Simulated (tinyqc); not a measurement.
Carbon nanotube by zone folding: one step. The small gap from curvature.

Inputs chosen for the exercise (out of a larger set: near those used for carbon; not measured data): t = 2.75 eV (hopping); acc = 1.44 angstrom (bond length).

d = 14.48756 angstrom
theta = 25.2850 degrees

Problem. Rolling tilts the orbitals and moves K off the line: Eg = (3/4) t (acc/d)^2 |cos(3 theta)| in the estimate used here (misalignment of pi orbitals alone).

Give: gap.

Solution.

gap = 5.0 meV

It falls as 1/d^2 and is largest for zigzag tubes.

tinyqc: `OMP_NUM_THREADS=1 python tinyqc.py 1482211 1482212 out.jsonl`; about 0.04 s, one thread, shared Intel(R) Xeon(R) Processor @ 2.30GHz.
